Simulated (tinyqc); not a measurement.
# Free and trapped electrons in a MOS channel with a dense trap tail: effects of single changes

p-type body, charge-sheet picture, full ionisation (an idealisation for deep acceptors), Boltzmann statistics for free electrons. e = Ec - EF at the surface. Acceptor-like traps of density D(E) = D0 + De exp(-E/Ew) at depth E below Ec, from 0 to Eu, hold n_t = integral of D(E)/(1 + exp((e - E)/Vt)). psi = Eg - Vt ln(Nv/Na) - e; N_dep = sqrt(2 eps0 eps_r Na (psi - Vt)/q); n_f = sqrt(N_dep^2 + 2 eps0 eps_r Vt Nc exp(-e/Vt)/q) - N_dep; Vg = Vfb + psi + q (N_dep + n_t + n_f)/Cox, Cox = eps0 eox/tox.

Parameters, values chosen for the exercise; band and dielectric values close to those of 4H silicon carbide: temperature T = 300 K; band gap Eg = 3.26 eV; relative permittivity eps_r = 9.82; conduction-band density of states at T Nc = 1.67e19 cm^-3; valence-band density of states at T Nv = 2.47e19 cm^-3; relative permittivity of the insulator eox = 3.9; insulator thickness tox = 43 nm; acceptor density Na = 4.7e16 cm^-3; flat-band voltage without trapped charge Vfb = -2.18 V; constant background density of acceptor-like traps D0 = 1.4e11 cm^-2 eV^-1; density of the tail at the conduction edge De = 5.5e12 cm^-2 eV^-1; decay energy of the tail Ew = 0.12 eV; depth below Ec down to which the traps reach Eu = 0.52 eV; mobility of free electrons mf = 230 cm^2/(V s).

Constants: q = 1.602176634e-19 C, kB = 1.380649e-23 J/K, Vt = kB T/q, eps0 = 8.8541878128e-14 F/cm where lengths are in cm. Results are converted to the units shown.

Each table varies one quantity; the others keep the values above.

## Free and trapped charge against gate voltage

Free share n_f/(n_f + n_t); swing ln 10 n_f/(dn_f/dVg); field-effect mobility mf q (dn_f/dVg)/Cox, for a constant mf; oxide field q (N_dep + n_t + n_f)/(eps0 eox).

Free and trapped charge against gate voltage:

| Vg (V) | e (eV) | n_f (cm^-2) | n_t (cm^-2) | free share (%) | swing (mV/decade) | field-effect mobility (cm^2/(V s)) | oxide field (MV/cm) |
|---|---|---|---|---|---|---|---|
| 3 | 0.3613 | 1.695e6 | 4.868e10 | 0.003482 | 137.3 | 0.01305 | 0.5682 |
| 3.8 | 0.1344 | 1.054e10 | 2.771e11 | 3.665 | 377.9 | 29.48 | 0.7015 |
| 4.7 | 0.05604 | 2.000e11 | 4.832e11 | 29.28 | 1410 | 150.0 | 0.8926 |
| 5.6 | 0.02711 | 5.412e11 | 5.728e11 | 48.58 | 3000 | 190.6 | 1.095 |
| 6.5 | 0.009853 | 9.326e11 | 6.203e11 | 60.05 | 4772 | 206.5 | 1.300 |
| 7.3 | -0.001383 | 1.300e12 | 6.464e11 | 66.78 | 6421 | 213.9 | 1.484 |
| 8.2 | -0.01145 | 1.724e12 | 6.658e11 | 72.14 | 8329 | 218.7 | 1.691 |
| 9.1 | -0.01977 | 2.156e12 | 6.789e11 | 76.05 | 1.028e4 | 221.7 | 1.898 |
| 9.9 | -0.02612 | 2.544e12 | 6.873e11 | 78.73 | 1.203e4 | 223.5 | 2.083 |

What does the table show?

n_f reaches 1e11 cm^-2 at Vg = 4.36 V, against 3.51 V without traps. The free share rises from 0.00348 to 78.7 % and the field-effect mobility rises from 0.0130 to 223 cm^2/(V s), although mf = 230 is constant: in the last row 97.2 % of Cox dVg goes into free electrons. The swing in the first row is 137 mV a decade (Vt ln 10 = 59.5). For Vg = 5.6, 6.5, 7.3, 8.2, 9.1, 9.9 EF lies less than 2 Vt below the band edge, or above it, where degeneracy and confinement, left out, matter.

## Effect of the decay energy of the tail

VT is the Vg for n_f = 1e11 cm^-2; swing ln 10 n_f/(dn_f/dVg) at n_f = 1e8 cm^-2; the last three columns are for Vg = VT + 3.4 V, with free share n_f/(n_f + n_t) and field-effect mobility mf q (dn_f/dVg)/Cox; there EF is near the band edge, where Boltzmann statistics are rough.

Effect of the decay energy of the tail:

| Ew (eV) | e at VT (eV) | VT (V) | q n_t/Cox at VT (V) | swing (mV/decade) | n_f (cm^-2) | free share (%) | field-effect mobility (cm^2/(V s)) |
|---|---|---|---|---|---|---|---|
| 0.03 | 0.07502 | 3.695 | 0.1857 | 103.0 | 1.638e12 | 89.17 | 221.3 |
| 0.05 | 0.07502 | 3.801 | 0.2912 | 108.7 | 1.593e12 | 84.24 | 219.6 |
| 0.07 | 0.07502 | 3.942 | 0.4321 | 123.9 | 1.561e12 | 79.58 | 218.4 |
| 0.09 | 0.07502 | 4.102 | 0.5928 | 146.5 | 1.539e12 | 75.31 | 217.5 |
| 0.11 | 0.07502 | 4.272 | 0.7628 | 172.9 | 1.522e12 | 71.48 | 216.9 |
| 0.13 | 0.07502 | 4.444 | 0.9344 | 200.6 | 1.508e12 | 68.10 | 216.4 |
| 0.15 | 0.07502 | 4.612 | 1.103 | 227.9 | 1.498e12 | 65.14 | 216.0 |
| 0.17 | 0.07502 | 4.775 | 1.265 | 254.1 | 1.489e12 | 62.55 | 215.7 |

As Ew goes from 0.03 to 0.17, VT rises from 3.70 to 4.77 V, its part due to traps rises from 0.186 to 1.27 V, the swing rises from 103 to 254 mV/decade and the field-effect mobility falls from 221 to 216 cm^2/(V s).

tinyqc, about 0.02 s, one thread, Intel Xeon 2.30GHz (shared host): `OMP_NUM_THREADS=1 python tinyqc.py 2222005 2222006 out.jsonl`
